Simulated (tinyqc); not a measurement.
Pariser-Parr-Pople SCF with singles CI, for the molecule [CH2+]c1ccccc1Cl (SMILES; centres numbered as the heavy atoms are written), step by step. One step of it, computed by the program tinyqc.

Task: Iteration 1: Fock matrix. F_rr = H_rr + P_rr gamma_rr / 2 + sum_(s != r) P_ss gamma_rs; F_rs = H_rs - P_rs gamma_rs / 2; E = tr P (H + F) / 2 + core repulsion sum_(r<s) z_r z_s gamma_rs.

P at the start, lower triangle:
```
            1C         2C         3C         4C         5C        6C        7C       8Cl
1C    1.000000
2C    0.743055   1.000000
3C    0.000000   0.482491   1.000000
4C   -0.260565   0.000000   0.764907   1.000000
5C    0.000000  -0.167645   0.000000   0.557777   1.000000
6C    0.092920   0.000000  -0.374775   0.000000   0.743055  1.000000
7C    0.000000   0.432396   0.000000  -0.189496   0.000000  0.546606  1.000000
8Cl  -0.609377   0.000000   0.204119   0.000000  -0.329619  0.000000  0.691626  1.000000
```

core matrix H (eV), lower triangle:
```
             1C          2C          3C          4C          5C          6C          7C         8Cl
1C   -49.267638
2C    -2.280000  -59.623038
3C     0.000000   -2.280000  -54.053489
4C     0.000000    0.000000   -2.280000  -51.676854
5C     0.000000    0.000000    0.000000   -2.280000  -52.087683
6C     0.000000    0.000000    0.000000    0.000000   -2.280000  -55.739644
7C     0.000000   -2.280000    0.000000    0.000000    0.000000   -2.280000  -62.305784
8Cl    0.000000    0.000000    0.000000    0.000000    0.000000    0.000000   -1.510000  -59.908813
```

repulsion gamma_rs (eV), lower triangle:
```
            1C         2C         3C         4C         5C         6C         7C        8Cl
1C   11.130000
2C    7.552439  11.130000
3C    5.239019   7.554960  11.130000
4C    3.669503   5.239019   7.552439  11.130000
5C    3.276128   4.668310   5.238761   7.553862  11.130000
6C    3.670029   5.239602   4.668463   5.238761   7.552439  11.130000
7C    5.238761   7.553862   5.239602   4.668310   5.239019   7.554960  11.130000
8Cl   4.730879   5.327423   3.700122   3.297480   3.699582   5.327694   7.825634  13.000000
```

Centres (angstrom, eV; a flat drawing with bonds scaled to 1.40 angstrom):
```
centre          x          y  core charge z          W   gamma_rr
1C      -1.819000  -1.400000              1  11.160000  11.130000
2C      -0.606000  -0.700000              1  11.160000  11.130000
3C       0.606000  -1.400000              1  11.160000  11.130000
4C       1.819000  -0.700000              1  11.160000  11.130000
5C       1.819000   0.700000              1  11.160000  11.130000
6C       0.606000   1.400000              1  11.160000  11.130000
7C      -0.606000   0.700000              1  11.160000  11.130000
8Cl     -1.819000   1.400000              2  26.000000  13.000000
```

Give: F; pi energy.

Result:

F (eV), lower triangle:
```
          1C       2C      3C      4C      5C       6C       7C      8Cl
1C   -10.326
2C    -5.086  -10.922
3C     0.000   -4.103  -9.295
4C     0.478    0.000  -5.168  -8.892
5C     0.000    0.391   0.000  -4.387  -9.295
6C    -0.171    0.000   0.875   0.000  -5.086  -10.923
7C     0.000   -3.913   0.000   0.442   0.000   -4.345  -13.421
8Cl    1.441    0.000  -0.378   0.000   0.610    0.000   -4.216  -19.500
```

pi energy = -116.868 eV
